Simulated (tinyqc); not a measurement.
Electrons shared among three sets of ellipsoidal valleys: sweeps and comparisons. A value that a table varies takes the place of the one given here.

F_j(eta) = (1/Gamma(j + 1)) integral_0^infinity x^j dx/(1 + exp(x - eta)), which tends to exp(eta) for eta << 0.

Sets X, L, Gamma: N_i = M_i times N = 2 (m kB T/(4 pi c))^(3/2) with c = hbar^2/2m0, in 1/angstrom^3; times 1e24 for 1/cm^3, m = (ml mt^2)^(1/3); n = sum_i N_i F_1/2((EF - dE_i)/kT), energies from the edge of the first set; mu_drift = sum of share times mobility.

Constants: hbar^2/2m0 = 3.80998211 eV angstrom^2; kB = 8.617333262e-05 eV/K.

Parameters, chosen for this exercise (masses and offsets near those of AlAs; mobilities are free inputs, held fixed; shifted at random, so the results belong to these values and not to a real crystal): dE = (0, 0.186, 0.701) eV (edges of X, L, Gamma above the first); M = (3, 4, 1) (valleys in each set); ml = (0.95, 1.323, 0.146) m0 (longitudinal masses of X, L, Gamma); mt = (0.2141, 0.1454, 0.146) m0 (transverse masses); mu = (300, 320, 1700) cm^2/(V s) (mobility of each set); n = 4.3e+19 1/cm^3 (total electron density); T = 200 K.

## Transfer between valleys with temperature

Offsets, masses and mobilities are held fixed; n is fixed too, so the high values of T stand for hot electrons, not for the lattice.

Populations:
```
T (K),EF (eV),share X,share L,share Gamma,mu_drift
77,0.0606,1.0000,0.0000,0.0000,300
150,0.0587,1.0000,0.0000,0.0000,300
300,0.0501,0.9980,0.0020,0.0000,300
450,0.0346,0.9856,0.0144,0.0000,300
600,0.0131,0.9615,0.0385,0.0000,301
900,-0.0451,0.8987,0.1013,0.0000,302
1200,-0.1186,0.8388,0.1612,0.0001,303
2000,-0.3647,0.7275,0.2713,0.0012,307
```

The share of X goes from 1.000 to 0.728 and the mean mobility from 300 to 307 cm^2/(V s). X holds more than L throughout. The share of Gamma is at most 0.0012.

## Transfer between valleys with doping

Parabolic valleys; band tails and gap narrowing are left out.

Populations:
```
n (1/cm^3),EF (eV),share X,share L,share Gamma,mu_drift
1.0e+16,-0.1163,1.0000,0.0000,0.0000,300
1.0e+17,-0.0766,1.0000,0.0000,0.0000,300
1.0e+18,-0.0363,1.0000,0.0000,0.0000,300
3.0e+18,-0.0159,1.0000,0.0000,0.0000,300
1.0e+19,0.0097,1.0000,0.0000,0.0000,300
3.0e+19,0.0421,0.9999,0.0001,0.0000,300
1.0e+20,0.1049,0.9992,0.0008,0.0000,300
```

The share of X stays near 1.000, so the mean mobility hardly moves. X holds more than L throughout. The share of Gamma is at most 7.3e-18.

## Moving the second set by strain or alloying

The second entry of dE is replaced by the values listed; a negative value puts that set lowest.

Populations:
```
offset (eV),EF (eV),share X,share L,share Gamma,mu_drift
-0.100,-0.0468,0.0128,0.9872,0.0000,320
-0.050,-0.0023,0.1365,0.8635,0.0000,317
0.000,0.0297,0.4834,0.5166,0.0000,310
0.025,0.0411,0.6795,0.3205,0.0000,306
0.050,0.0493,0.8423,0.1577,0.0000,303
0.100,0.0559,0.9840,0.0160,0.0000,300
0.150,0.0566,0.9991,0.0009,0.0000,300
0.200,0.0566,0.9999,0.0001,0.0000,300
0.300,0.0566,1.0000,0.0000,0.0000,300
```

The share of X goes from 0.013 to 1.000 and the mean mobility from 320 to 300 cm^2/(V s). X and L hold equal numbers between offset = 0 and 0.025 eV. The share of Gamma is at most 1e-18. With Boltzmann statistics the first two sets are equal at kT ln(N_2/N_1) = 0.0011 eV.

## What moves the populations

All else solved anew. Each row changes one parameter from the base and keeps the others.

Results:
```
case,EF (eV),share X,share L,share Gamma,mu_drift (cm^2/(V s))
base,0.0566,0.9999,0.0001,0.0000,300
T = 250 K,0.0537,0.9994,0.0006,0.0000,300
n = 1.29e+20 1/cm^3,0.1251,0.9980,0.0020,0.0000,300
"dE = (0, 0.1488, 0.701) eV",0.0566,0.9990,0.0010,0.0000,300
"mt = (0.2141, 0.1745, 0.146) m0",0.0566,0.9999,0.0001,0.0000,300
"ml = (0.95, 1.5876, 0.146) m0",0.0566,0.9999,0.0001,0.0000,300
"mu = (360, 320, 1700) cm^2/(V s)",0.0566,0.9999,0.0001,0.0000,360
```

The largest shifts from the base row, up to three for each result and ties (the steps differ in size, so this ranks the rows, not the parameters). EF (eV): n +0.0685, T -0.0029; unchanged at the printed digits by dE, mt, ml and mu. share X: n -0.0019, dE -0.0009, T -0.0005; unchanged at the printed digits by mt, ml and mu. share L: n +0.0019, dE +0.0009, T +0.0005; unchanged at the printed digits by mt, ml and mu. share Gamma: unchanged at the printed digits by T, n, dE, mt, ml and mu. mu_drift (cm^2/(V s)): mu +60; unchanged at the printed digits by T, n, dE, mt and ml.

Program tinyqc; command `OMP_NUM_THREADS=1 python tinyqc.py 1652781 1652782 out.jsonl`; about 0.02 s on one thread of a shared Intel(R) Xeon(R) Processor @ 2.30GHz.
